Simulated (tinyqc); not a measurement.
Worked calculation: density of states of one tight-binding band on the simple cubic lattice. Values are carried at full precision from step to step, so a last printed digit may differ when a step is redone from the rounded ones.

E(k) = -2 t (c1 + c2 + c3) - 4 t2 (c1 c2 + c2 c3 + c3 c1) with ci = cos(2 pi ki); k in fractions of the reciprocal vectors, mesh k_i = j/N with j = 0 .. N-1. Densities are per cell and per spin, so the band holds one state.

Inputs chosen for the exercise: t = 1.85 eV (nearest hopping); t2 = -0.03 eV (second hopping); N = 4 (mesh points along each axis); bins = 8 (bins of the histogram); E_lo = -10.813 eV (lower end of the histogram); E_hi = 11.517 eV (upper end); E = -2.36 eV (energy at which the density is wanted); sigma = 0.37 eV (Gaussian width).

## Energies on the mesh

Evaluate the band at all 64 points and collect equal values.

Distinct energies:
```
E_k (eV)  points
-10.7400       1
-7.2800        6
-3.8200        3
-3.7000       12
-0.1200       12
0.0000         8
3.5800         3
3.7000        12
7.5200         6
11.4600        1
```

The 64 points give 10 distinct energies between -10.7400 and 11.4600 eV; a dense mesh gives a band from -10.740 to 11.460 eV.

## Histogram

Count the points in equal bins from E_lo to E_hi; g = count/(all points x bin width).

Histogram:
```
from (eV)  to (eV)  points  g (1/eV)
-10.8130   -8.0218       1    0.0056
-8.0218    -5.2305       6    0.0336
-5.2305    -2.4392      15    0.0840
-2.4392     0.3520      20    0.1120
0.3520      3.1433       0    0.0000
3.1433      5.9345      15    0.0840
5.9345      8.7257       6    0.0336
8.7257     11.5170       1    0.0056
```

Empty bins: 1 of 8; the fullest holds 20 points. Empty bins inside the band come from the coarse mesh, not from gaps.

## Gaussian broadening at one energy

Gaussian broadening: g(E) = mean over the mesh of exp(-(E - E_k)^2/(2 sigma^2))/(sigma sqrt(2 pi)), n(E) = mean of erfc((E_k - E)/(sigma sqrt 2))/2.

Sum over the distinct energies with their counts.

n(E) = 0.3437
g(E) = 0.0003 1/eV

## One tetrahedron of the mesh

For corner energies e1 <= e2 <= e3 <= e4 and eij = ei - ej, the share of the tetrahedron below E is n = (E - e1)^3/(e21 e31 e41) for e1 < E < e2; n = [e21^2 + 3 e21 x + 3 x^2 - (e31 + e42) x^3/(e32 e42)]/(e31 e41) with x = E - e2 for e2 < E < e3; n = 1 - (e4 - E)^3/(e41 e42 e43) for e3 < E < e4; its density of states is g = dn/dE.

corner energies, sorted (eV): -3.7000  -0.1200  0.0000  3.7000

Find its share below E and its density of states at E.

n = 0.0245
g = 0.0550 1/eV

E lies between corners 1 and 2.

## Sum over all linear tetrahedra

Each cube of the mesh, corners numbered 0 to 7 as the binary number (i j l), is cut into six tetrahedra around the diagonal 0-7: 0137, 0157, 0237, 0267, 0457, 0467. For corner energies e1 <= e2 <= e3 <= e4 and eij = ei - ej, the share of the tetrahedron below E is n = (E - e1)^3/(e21 e31 e41) for e1 < E < e2; n = [e21^2 + 3 e21 x + 3 x^2 - (e31 + e42) x^3/(e32 e42)]/(e31 e41) with x = E - e2 for e2 < E < e3; n = 1 - (e4 - E)^3/(e41 e42 e43) for e3 < E < e4; its density of states is g = dn/dE.

Average n and g over all pieces of the mesh. The reference uses the same method with N = 36.

n(E) = 0.2745
g(E) = 0.0894 1/eV
reference n(E) = 0.322
reference g(E) = 0.078 1/eV

On this mesh the linear method errs by +0.011 1/eV in g and -0.048 in n; the Gaussian sum erred by -0.078 and +0.022.

## Checks

- States below the top of the band by the linear method against one: both 1.000000.

Run: tinyqc, `OMP_NUM_THREADS=1 python tinyqc.py 1682792 1682793 out.jsonl`; Intel(R) Xeon(R) Processor @ 2.30GHz, one thread, shared host; about 0.2 s of CPU time with all checks.
